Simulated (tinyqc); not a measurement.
Ballistic transport through the one-dimensional subbands of a rectangular nanowire or nanosheet channel: one step, computed by the program tinyqc.

Hard walls, parabolic subbands, transport along x. Energies are counted from the bulk conduction band edge at the top of the barrier, which the gate pulls down by U; the source Fermi level lies at the bulk edge when U = 0.

Question. Conductance, capacitance and scattering. Linear conductance G = (2 e^2/h) sum_i g f(eta_i), g = 1, f = 1/(1 + exp(-eta_i)), with the barrier frozen at the eta_i above; current per perimeter I/(2(a + b)); with scattering, transmission lambda/(lambda + L) and low-bias resistance (1 + L/lambda)/G.

Inputs (values chosen for the exercise, modelled on In0.53Ga0.47As):

| quantity | value | unit |
|---|---|---|
| mass m | 0.045 | m_0 |
| height a | 7.3 | nm |
| width b | 8.3 | nm |
| temperature T | 300 | K |
| mean free path for back-scattering lambda | 75 | nm |
| channel length L | 110 | nm |

Valleys: single isotropic valley.

Occupation:

| subband | eta_i | n_i (1/nm) | I_i (microampere) |
|---|---|---|---|
| 1 | 4.98053 | 2.138273e-01 | 3.794754e+00 |
| 2 | -9.09553 | 6.327840e-06 | 1.921828e-04 |
| 3 | -13.21612 | 1.027387e-07 | 3.120256e-06 |
| 4 | -27.29218 | 7.917341e-14 | 2.404560e-12 |
| 5 | -32.55563 | 4.099157e-16 | 1.244947e-14 |
| 6 | -43.54388 | 6.927177e-21 | 2.103839e-19 |
| 7 | -50.75228 | 5.128469e-24 | 1.557557e-22 |
| 8 | -57.61994 | 5.338280e-27 | 1.621278e-25 |
| 9 | -65.39977 | 2.231856e-30 | 6.778327e-29 |
| 10 | -81.08004 | 3.457878e-37 | 1.050185e-35 |

ballistic current I = 3.794949 microampere

Constants: e = 1.602176634e-19 C; h = 6.62607015e-34 J s.

Give: open modes sum g f; ballistic conductance; current per perimeter; transmission; low-bias resistance with scattering.

Answer.

open modes sum g f = 0.99329

ballistic conductance = 76.961 microsiemens

current per perimeter = 121.63 microampere/micrometre

transmission = 0.40541

low-bias resistance with scattering = 32.051 kiloohm

Even without scattering the wire has h/(2 e^2 M) = 12.99 kiloohm, which sits in the contacts. Caution: confinement energies this large call for non-parabolicity and barrier penetration, which lower the subbands and raise the mass.
